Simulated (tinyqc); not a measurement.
Line shape against size: Raman line shape of confined optical phonons and breathing modes of small crystals. Computed by tinyqc, a small Python program. Command: `OMP_NUM_THREADS=1 python tinyqc.py 3030810 3030811 out.jsonl confine walk`. One thread of a shared host (Intel(R) Xeon(R) Processor @ 2.30GHz), about 0.02 s of CPU time with the checks.

Confinement in 3 direction(s) lets phonons with q away from zero scatter light. q is in units of 2 pi/a, from 0 to 1, and the branch is isotropic: omega(q)^2 = (omega_0^2 + omega_X^2)/2 + ((omega_0^2 - omega_X^2)/2) cos(pi q). The model and its constant beta are phenomenological; beta = 8 is the common choice.

Inputs (values chosen for the exercise, modelled on silicon):

| quantity | value | unit |
|---|---|---|
| bulk frequency omega_0 | 520.2 | 1/cm |
| frequency at the zone boundary omega_X | 431 | 1/cm |
| natural width Gamma_0 | 2.8 | 1/cm |
| lattice constant a | 5.431 | angstrom |
| size L | 4.9 | nm |
| confinement constant beta | 8 | - |

Shape: sphere.

Method:
- Weight W(q) = q^2 exp(-(2 L q/a)^2/(2 beta)) dq, that is exp(-k^2 L^2/(2 beta pi^2)) for k = 2 pi q/a.
- Width q_c = a sqrt(2 beta)/(2 L), where the exponential falls to 1/e; curvature of the branch: omega(q) = omega_0 - c q^2, c = pi^2 (omega_0^2 - omega_X^2)/(8 omega_0); for small q_c the mean of q^2 is (number of confined directions) q_c^2/2, and the mean shift is -c times that.
- I(omega) = int W(q) / [(omega - omega(q))^2 + (Gamma_0/2)^2] dq / int W dq x (Gamma_0/2)^2, by 400 Gauss-Legendre points on 0 < q < min(1, 2.5 a sqrt(2 beta)/L).
- The peak is the maximum of I; the width is taken between the half-maximum points, and the asymmetry is the low-side half-width over the high-side one.

mean shift, quadratic estimate = -14.8318 1/cm

Line shape:

| L (nm) | peak shift (1/cm) | full width (1/cm) | asymmetry | mean shift, quadratic estimate (1/cm) |
|---|---|---|---|---|
| 3 | -16.393 | 49.527 | 2.4208 | -39.568 |
| 3.6 | -11.205 | 34.7 | 2.49 | -27.478 |
| 4.4 | -7.63 | 23.835 | 2.4743 | -18.394 |
| 5.5 | -5.1391 | 16.017 | 2.3594 | -11.772 |
| 7 | -3.458 | 10.749 | 2.1463 | -7.2676 |
| 10 | -2.0081 | 6.4565 | 1.7525 | -3.5611 |
| 15 | -1.1071 | 4.2052 | 1.3556 | -1.5827 |
| 25 | -0.4968 | 3.135 | 1.0816 | -0.56978 |

The peak shift falls with exponent -2.09 at the small end and -1.57 at the large end. For still larger L it tends to the mean shift, which goes as 1/L^2; the ratio is 0.41 in the first row and 0.87 in the last. The width exceeds Gamma_0 by over 10 % for L up to 25 nm. In a sphere the factor q^2 removes the weight at q = 0, so the peak itself moves strongly.

Extremes, crossings and ranges named in words are read from the listed rows.
